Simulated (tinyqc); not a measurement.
# Bandgap voltage reference from two bipolar transistors: effect of the output resistor at T0

Two transistors of area 1 and N carry the same current I. Is(T) = Is (T/T0)^eta exp[(Vg0 q/kB)(1/T0 - 1/T)], VBE1 = Vt ln(I/Is(T)) + I rb, VBE2 = Vt ln(I/(N Is(T))) + I rb/N. The amplifier forces I R1(T) = VBE1 - VBE2 + Vos, with R(T) = R (1 + tc (T - T0)) for both resistors, and the output is Vref = VBE1 + I R2(T). Base currents and the Early effect are neglected.

Vt = kB T/q; I = (Vt ln N + Vos)/(R1(T) - rb (1 - 1/N)). Box coefficient: span of Vref between 233 and 398 K over its average over T and over 165 K. The last column is the R2 that gives zero slope at T0.

Inputs (values chosen for the exercise); values of the order met in silicon bipolar transistors: reference temperature T0 = 298 K; band-gap voltage extrapolated to 0 K Vg0 = 1.164 V; temperature exponent of the saturation current eta = 3.3; saturation current of the unit transistor at T0 Is = 3.6e-17 A; area ratio of the second transistor N = 10; resistor across which the difference of VBE falls, at T0 R1 = 4.7 kohm; temperature coefficient of both resistors tc = 0 ppm/K; offset of the amplifier Vos = 0 mV; series resistance of the unit transistor rb = 15 ohm.

Constants: q = 1.602176634e-19 C, kB = 1.380649e-23 J/K. Results are converted to the units shown.

Result of one run:

| R2 (kohm) | I at T0 (uA) | Vref at T0 (V) | slope at T0 (uV/K) | box coefficient (ppm/K) | R2 for zero slope (kohm) |
|---|---|---|---|---|---|
| 41.96 | 12.62 | 1.212 | -36.36 | 37.93 | 42.82 |

What becomes of these results when the output resistor at T0 R2 is changed from 41.96 to 39.39 kohm, all else the same?

Result of the changed run:

| R2 (kohm) | I at T0 (uA) | Vref at T0 (V) | slope at T0 (uV/K) | box coefficient (ppm/K) | R2 for zero slope (kohm) |
|---|---|---|---|---|---|
| 39.39 | 12.62 | 1.180 | -145.2 | 131.0 | 42.82 |

The whole series:

| R2 (kohm) | I at T0 (uA) | Vref at T0 (V) | slope at T0 (uV/K) | box coefficient (ppm/K) | R2 for zero slope (kohm) |
|---|---|---|---|---|---|
| 39.39 | 12.62 | 1.180 | -145.2 | 131.0 | 42.82 |
| 40.68 | 12.62 | 1.196 | -90.55 | 83.40 | 42.82 |
| 41.96 | 12.62 | 1.212 | -36.36 | 37.93 | 42.82 |
| 42.82 | 12.62 | 1.223 | 0.05617 | 14.88 | 42.82 |
| 43.68 | 12.62 | 1.234 | 36.47 | 24.34 | 42.82 |
| 44.96 | 12.62 | 1.250 | 90.66 | 65.28 | 42.82 |
| 46.24 | 12.62 | 1.266 | 144.9 | 107.1 | 42.82 |

As R2 goes from 39.39 to 46.24, Vref rises from 1.180 to 1.266 V and the box coefficient goes from 131 through a minimum of 14.9 (at R2 = 42.82 among the rows listed) to 107 ppm/K. One per cent in R2 moves the slope by 18.1 uV/K.

tinyqc, about 0.03 s, one thread, Intel Xeon 2.30GHz (shared host): `OMP_NUM_THREADS=1 python tinyqc.py 2062135 2062136 out.jsonl`
